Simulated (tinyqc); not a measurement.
Worked calculation: sp3 tight binding, zinc-blende lattice. One step of it, computed by the program tinyqc.

Problem. Levels at k. Diagonalise the Hermitian matrix.

H(k) at k (eV), order a s, a px, a py, a pz, c s, c px, c py, c pz:
```
[[-11.360000, 0.000000, 0.000000, 0.000000, -6.303361+2.544731i, -0.983868+9.387187i, 2.410220-3.831914i, 7.520555-1.228068i],
 [0.000000, -5.770000, 0.000000, 0.000000, 0.983868-9.387187i, 2.431297-0.981539i, 9.557108-1.560627i, 3.062903-4.869590i],
 [0.000000, 0.000000, -5.770000, 0.000000, -2.410220+3.831914i, 9.557108-1.560627i, 2.431297-0.981539i, -1.250298+11.929220i],
 [0.000000, 0.000000, 0.000000, -5.770000, -7.520555+1.228068i, 3.062903-4.869590i, -1.250298+11.929220i, 2.431297-0.981539i],
 [-6.303361-2.544731i, 0.983868+9.387187i, -2.410220-3.831914i, -7.520555-1.228068i, -11.360000, 0.000000, 0.000000, 0.000000],
 [-0.983868-9.387187i, 2.431297+0.981539i, 9.557108+1.560627i, 3.062903+4.869590i, 0.000000, -5.770000, 0.000000, 0.000000],
 [2.410220+3.831914i, 9.557108+1.560627i, 2.431297+0.981539i, -1.250298-11.929220i, 0.000000, 0.000000, -5.770000, 0.000000],
 [7.520555+1.228068i, 3.062903+4.869590i, -1.250298-11.929220i, 2.431297+0.981539i, 0.000000, 0.000000, 0.000000, -5.770000]]
```

Give: eigenvalues; weights |c|^2 of the basis functions.

Solution.

eigenvalues (eV): [-25.7719, -23.6524, -20.8691, -19.6225, 4.6950, 6.2966, 9.0259, 12.5584]

weights |c|^2 of the basis functions, order a s, a px, a py, a pz, c s, c px, c py, c pz:
```
[[0.2259, 0.2331, 0.0559, 0.0613, 0.3089, 0.0818, 0.0100, 0.0231],
 [0.1431, 0.0102, 0.0109, 0.2953, 0.0876, 0.2881, 0.0319, 0.1329],
 [0.0997, 0.0934, 0.1666, 0.1366, 0.0013, 0.0102, 0.3069, 0.1853],
 [0.0313, 0.1633, 0.2665, 0.0067, 0.1022, 0.1199, 0.1513, 0.1588],
 [0.2259, 0.2331, 0.0559, 0.0613, 0.3089, 0.0818, 0.0100, 0.0231],
 [0.1431, 0.0102, 0.0109, 0.2953, 0.0876, 0.2881, 0.0319, 0.1329],
 [0.0997, 0.0934, 0.1666, 0.1366, 0.0013, 0.0102, 0.3069, 0.1853],
 [0.0313, 0.1633, 0.2665, 0.0067, 0.1022, 0.1199, 0.1513, 0.1588]]
```
